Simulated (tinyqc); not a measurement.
Orbital energy against energy difference: ionisation energy by orbital energies and by energy differences in the 6-31g basis, for H6, spin multiplicity 1. Computed by the program tinyqc with PySCF. The cation is unrestricted; errors are against CCSD(T) in this basis, not against experiment.

Geometry (angstrom):

| atom | x | y | z |
|---|---|---|---|
| H | 0.0000 | 0.0000 | 0.0000 |
| H | 0.0000 | 0.0000 | 0.7450 |
| H | 0.0000 | 0.0000 | 1.6920 |
| H | 0.0000 | 0.0000 | 2.4370 |
| H | 0.0000 | 0.0000 | 3.3850 |
| H | 0.0000 | 0.0000 | 4.1300 |

CCSD(T) difference in the same basis = 11.2535 eV

IP-EOM-CCSD = 11.2776 eV

First vertical ionisation energy (eV):

| method | -e(HOMO) | E(cation) - E | error of -e(HOMO) | error of the difference |
|---|---|---|---|---|
| HF | 11.699 | 10.88035 | 0.445 | -0.373 |
| LDA | 6.945 | 10.98844 | -4.308 | -0.265 |
| PBE | 7.028 | 11.05875 | -4.225 | -0.195 |
| B3LYP | 8.199 | 11.34152 | -3.054 | 0.088 |
| PBE0 | 8.359 | 11.26153 | -2.895 | 0.008 |
| CAM-B3LYP | 9.710 | 11.36129 | -1.544 | 0.108 |
| LC-wPBE | 11.020 | 11.43048 | -0.233 | 0.177 |

What does the comparison show, and why?

Koopmans errs by +0.45 eV and Delta-HF by -0.37 eV: relaxation, 0.82 eV, lowers the value and the missing correlation difference works against it. The PBE level is off by -4.2 eV through the wrong tail of its potential, though its energy difference is off by -0.19 eV; exact exchange deepens the level, and among the orbital energies LC-wPBE comes closest; among the differences PBE0 does.
